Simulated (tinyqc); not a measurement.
# Read current of a NAND string, cells in series solved by shooting: effect of the bit-line voltage

Cells in series, numbered from 0 at the source line (0 V) to the bit line, each followed by a gap resistance Rg. A cell with gate Vg, threshold VT, source Vs and drain Vd passes I = 2 nf K Vt^2 [F(Vs) - F(Vd)]/(1 + th max(Vg - VT, 0)), F(V) = ln^2(1 + exp((Vg - VT - nf V)/(2 nf Vt))). The selected cell has Vg = Vr, the others Vg = Vp.

For a trial current I start at 0 V and, cell by cell, solve for the drain: sqrt(F(Vd)) = sqrt(F(Vs) - I/k), k = 2 nf K Vt^2/(1 + th max(Vg - VT, 0)), Vd = [Vg - VT - 2 nf Vt ln(exp(sqrt F) - 1)]/nf, then add I Rg. The string current is the I for which the last node reaches Vbl. The apparent threshold is the Vr at which I = Is. Background: all other cells erased (VT = Ve) or all in the highest state (VT = Vh); ratio and shift are high over erased and high minus erased. The string has 128 cells and the selected one is cell 64.

Inputs (values chosen for the exercise); values of the order met in vertical NAND strings:
```
symbol,value,unit,meaning
T,300,K,temperature
K,18,uA/V^2,gain factor of a cell
nf,1.5,,slope factor
th,0.11,1/V,mobility reduction factor
Rg,10,kohm,resistance of the gap between cells
Vp,6.8,V,pass voltage
Ve,-1.2,V,threshold of an erased cell
Vh,3.3,V,threshold of the highest state
Vx,1.7,V,threshold of the selected cell
Is,50,nA,sensing current
Vr,3.11,V,read voltage on the selected word line
```

Constants: q = 1.602176634e-19 C, kB = 1.380649e-23 J/K, Vt = kB T/q. Results are converted to the units shown.

Result of one run:
```
I, others erased (uA)	I, others high (uA)	ratio	apparent VT, erased (V)	apparent VT, high (V)	background shift (mV)
0.2538	0.1689	0.6653	1.875	1.920	45.14
```

Which bit-line voltage Vbl gave this result: 0.4, 0.5, 0.7 or 0.8 V?

Vbl = 0.8 V.

The whole series:
```
Vbl (V)	I, others erased (uA)	I, others high (uA)	ratio	apparent VT, erased (V)	apparent VT, high (V)	background shift (mV)
0.3	0.09868	0.06946	0.7040	1.876	1.927	51.15
0.4	0.1307	0.09105	0.6966	1.875	1.920	45.32
0.5	0.1622	0.1118	0.6891	1.875	1.920	45.15
0.6	0.1933	0.1317	0.6814	1.875	1.920	45.14
0.7	0.2238	0.1507	0.6734	1.875	1.920	45.14
0.8	0.2538	0.1689	0.6653	1.875	1.920	45.14
```

As Vbl goes from 0.3 to 0.8 V, the current with erased neighbours rises from 0.0987 to 0.254 uA, that with high neighbours rises from 0.0695 to 0.169 uA and the ratio falls from 0.704 to 0.665. The background shift falls from 51.2 to 45.1 mV.

tinyqc, about 0.8 s, one thread, Intel Xeon 2.30GHz (shared host): `OMP_NUM_THREADS=1 python tinyqc.py 2142041 2142042 out.jsonl`
